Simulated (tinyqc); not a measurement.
# Small-signal admittance of a forward-biased p+-n diode: two studies

Holes injected into a neutral base of width wb with an ohmic contact at its end; low injection, p0 far above the equilibrium density. A small voltage v exp(i w t), w = 2 pi f, modulates the edge density by p0 v/Vt, and the small-signal density obeys Dp d2p/dx2 = (1/tau + i w) p.

Inputs (values chosen for the exercise); permittivity close to that of silicon: temperature T = 275 K; relative permittivity eps_r = 11.7; donor density of the base Nd = 2.6e15 cm^-3; hole diffusion coefficient Dp = 9.9 cm^2/s; hole lifetime tau = 7e-9 s; width of the neutral base wb = 1.2 um; excess hole density at the junction edge p0 = 3.4e13 cm^-3; acceptor density of the p+ side Na = 4e18 cm^-3; series resistance Rs = 0.00035 ohm cm^2; signal frequency f = 2.6e7 Hz.

Constants: q = 1.602176634e-19 C, kB = 1.380649e-23 J/K, Vt = kB T/q, eps0 = 8.8541878128e-14 F/cm where lengths are in cm. Results are converted to the units shown.

Each table varies one quantity; the others keep the values above.

## Admittance against frequency

L = sqrt(Dp tau); direct current J = (q Dp p0/L) coth(wb/L); k = sqrt(1 + i w tau)/L; diffusion admittance Y = (q Dp p0/Vt) k coth(k wb) = G + i w C_diff; junction capacitance C_j = sqrt(q eps0 eps_r Nd/(2 Vr)) in the depletion approximation, with the remaining barrier Vr = Vt ln(Na/p0), a rough value under forward bias; base-width modulation is left out. Measured admittance 1/[Rs + 1/(Y + i w C_j)].

The same in every row: C_j (uF/cm^2) = 0.027926.

Result of one run:
```
f (Hz)	w tau	G (S/cm^2)	C_diff (uF/cm^2)	measured G (S/cm^2)	measured C (uF/cm^2)	phase of the measured Y (degrees)
2e10	879.65	181.40	0.0014419	1771.7	0.010491	36.652
```

What becomes of these results when the signal frequency f is changed from 2e10 to 7e10 Hz, all else the same?

Result of the changed run:
```
f (Hz)	w tau	G (S/cm^2)	C_diff (uF/cm^2)	measured G (S/cm^2)	measured C (uF/cm^2)	phase of the measured Y (degrees)
7e10	3078.8	339.23	7.7104e-4	2703.2	0.0013819	12.672
```

The whole series:
```
f (Hz)	w tau	G (S/cm^2)	C_diff (uF/cm^2)	measured G (S/cm^2)	measured C (uF/cm^2)	phase of the measured Y (degrees)
7e5	0.030788	20.260	0.0089474	20.117	0.036356	0.45540
3e6	0.13195	20.260	0.0089474	20.118	0.036356	1.9510
1e7	0.43982	20.263	0.0089470	20.123	0.036355	6.4764
5e7	2.1991	20.343	0.0089362	20.245	0.036342	29.421
2e8	8.7965	21.549	0.0087734	22.115	0.036143	64.038
9e8	39.584	37.183	0.0067402	49.584	0.033627	75.385
4e9	175.93	81.314	0.0032151	263.09	0.027491	69.154
2e10	879.65	181.40	0.0014419	1771.7	0.010491	36.652
7e10	3078.8	339.23	7.7104e-4	2703.2	0.0013819	12.672
```

G starts at J/Vt = 20.3 S/cm^2 and C_diff at (J tau/(2 Vt))(1 - 2 x/sinh 2x) = 0.00895 uF/cm^2, x = wb/L = 0.456. Between the last two rows G goes as f^(0.50) and C_diff as f^(-0.50); the limits are 1/2 and -1/2, reached when the signal penetrates only sqrt(Dp/w). The measured C is 1.4 % below C_diff + C_j in the first row and 95 % below it in the last, the difference being due to Rs.

## Effect of the width of the neutral base

Same model as above.

The same in every row: w tau = 1.1435; C_j (uF/cm^2) = 0.027926.

Result of one run:
```
wb (um)	G (S/cm^2)	C_diff (uF/cm^2)	measured G (S/cm^2)	measured C (uF/cm^2)	phase of the measured Y (degrees)
4	9.9862	0.023018	9.9754	0.050589	39.641
```

What becomes of these results when the width of the neutral base wb is changed from 4 to 0.26 um, all else the same?

Result of the changed run:
```
wb (um)	G (S/cm^2)	C_diff (uF/cm^2)	measured G (S/cm^2)	measured C (uF/cm^2)	phase of the measured Y (degrees)
0.26	87.812	0.0019896	85.202	0.028158	3.0903
```

The whole series:
```
wb (um)	G (S/cm^2)	C_diff (uF/cm^2)	measured G (S/cm^2)	measured C (uF/cm^2)	phase of the measured Y (degrees)
0.13	175.20	9.9578e-4	165.08	0.025676	1.4555
0.26	87.812	0.0019896	85.202	0.028158	3.0903
0.52	44.333	0.0039638	43.665	0.030922	6.5991
1	23.855	0.0075167	23.669	0.034858	13.528
2	13.582	0.014202	13.534	0.041730	26.735
4	9.9862	0.023018	9.9754	0.050589	39.641
8	9.6813	0.026895	9.6764	0.054451	42.591
16	9.7020	0.026960	9.6970	0.054514	42.564
```

As wb goes from 0.13 to 16, G goes from 175 through a minimum of 9.68 (at wb = 8 among the rows listed) to 9.70 S/cm^2, C_diff rises from 9.96e-4 to 0.0270 uF/cm^2 and the measured C rises from 0.0257 to 0.0545 uF/cm^2. C_diff stays below C_j.

Program tinyqc, `OMP_NUM_THREADS=1 python tinyqc.py 2890142 2890143 out.jsonl`; Intel Xeon 2.30GHz, shared host, one thread, about 0.01 s.
